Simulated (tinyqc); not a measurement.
Worked calculation: Pariser-Parr-Pople SCF with singles CI, for the molecule c1ccnc[cH+]c1 (SMILES; centres numbered as the heavy atoms are written). One step of it, computed by the program tinyqc.

Question. PPP integrals. Mataga-Nishimoto: gamma = 14.399645/(R + a), a = 2 x 14.399645/(gamma_rr + gamma_ss); H_rr = -W_r - sum_(s != r) z_s gamma_rs; H_rs = beta for bonds.

Centres (angstrom, eV; a flat drawing with bonds scaled to 1.40 angstrom):

| centre | x | y | core charge z | W | gamma_rr |
|---|---|---|---|---|---|
| 1C | 1.613000 | 0.000000 | 1 | 10.110000 | 11.170000 |
| 2C | 1.006000 | 1.261000 | 1 | 10.110000 | 11.170000 |
| 3C | -0.359000 | 1.573000 | 1 | 10.110000 | 11.170000 |
| 4N | -1.454000 | 0.700000 | 1 | 15.750000 | 10.710000 |
| 5C | -1.454000 | -0.700000 | 1 | 10.110000 | 11.170000 |
| 6C | -0.359000 | -1.573000 | 1 | 10.110000 | 11.170000 |
| 7C | 1.006000 | -1.261000 | 1 | 10.110000 | 11.170000 |

Resonance integrals (eV):

| i | j | beta |
|---|---|---|
| 1 | 2 | -2.500000 |
| 2 | 3 | -2.500000 |
| 3 | 4 | -2.610000 |
| 4 | 5 | -2.610000 |
| 5 | 6 | -2.500000 |
| 6 | 7 | -2.500000 |
| 7 | 1 | -2.500000 |

Give: repulsion gamma_rs; core matrix H.

Answer.

repulsion gamma_rs (eV):
```
         1C       2C       3C       4N       5C       6C       7C
1C  11.1700   5.3558   3.7778   3.2271   3.2468   3.7778   5.3558
2C   5.3558  11.1700   5.3543   3.7505   3.2467   3.2470   3.7783
3C   3.7778   5.3543  11.1700   5.3005   3.7773   3.2467   3.2470
4N   3.2271   3.7505   5.3005  10.7100   5.3013   3.7506   3.2270
5C   3.2468   3.2467   3.7773   5.3013  11.1700   5.3539   3.7772
6C   3.7778   3.2470   3.2467   3.7506   5.3539  11.1700   5.3543
7C   5.3558   3.7783   3.2470   3.2270   3.7772   5.3543  11.1700
```

core matrix H (eV):
```
          1C        2C        3C        4N        5C        6C        7C
1C  -34.8510   -2.5000    0.0000    0.0000    0.0000    0.0000   -2.5000
2C   -2.5000  -34.8427   -2.5000    0.0000    0.0000    0.0000    0.0000
3C    0.0000   -2.5000  -34.8137   -2.6100    0.0000    0.0000    0.0000
4N    0.0000    0.0000   -2.6100  -40.3071   -2.6100    0.0000    0.0000
5C    0.0000    0.0000    0.0000   -2.6100  -34.8133   -2.5000    0.0000
6C    0.0000    0.0000    0.0000    0.0000   -2.5000  -34.8404   -2.5000
7C   -2.5000    0.0000    0.0000    0.0000    0.0000   -2.5000  -34.8496
```
